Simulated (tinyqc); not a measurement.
Effect of the position of a charge sheet.

One sheet of 5e12 cm^-2 lies at the depth x from the gate; it shifts Vfb by -(q/eps0) Q s, with s = x/e2 in layer 2 and t2/e2 + (x - t2)/e1 in layer 1, and it induces the share s/(t1/e1 + t2/e2) of its image in the semiconductor.

Values chosen for this exercise: thickness of layer 1, next to the semiconductor t1 = 0.7 nm; relative permittivity of layer 1 e1 = 8.81; thickness of layer 2, next to the gate t2 = 2.5 nm; relative permittivity of layer 2 e2 = 21.7.

Constants: q = 1.602176634e-19 C, eps0 = 8.8541878128e-14 F/cm where lengths are in cm. Results are converted to the units shown.

Result of one run:
```
x (nm),shift (mV),image in the semiconductor (%)
1.2,-50.03,28.41
```

What becomes of these results when the depth of the sheet x is changed from 1.2 to 2 nm, all else the same?

Result of the changed run:
```
x (nm),shift (mV),image in the semiconductor (%)
2,-83.39,47.35
```

The whole series:
```
x (nm),shift (mV),image in the semiconductor (%)
0,0,0
0.4,-16.68,9.469
0.8,-33.36,18.94
1.2,-50.03,28.41
1.6,-66.71,37.88
2,-83.39,47.35
2.4,-100.1,56.82
2.8,-135.0,76.68
3.2,-176.1,100.0
```

The shift grows from 0 at the gate to -176 mV at the semiconductor, by -41.7 mV/nm in layer 2 and -103 mV/nm in layer 1, the ratio of the permittivities. A sheet between the layers has 59.2 % of its full effect.

Program tinyqc, `OMP_NUM_THREADS=1 python tinyqc.py 2010034 2010035 out.jsonl`; Intel Xeon 2.30GHz, shared host, one thread, about 0.01 s.
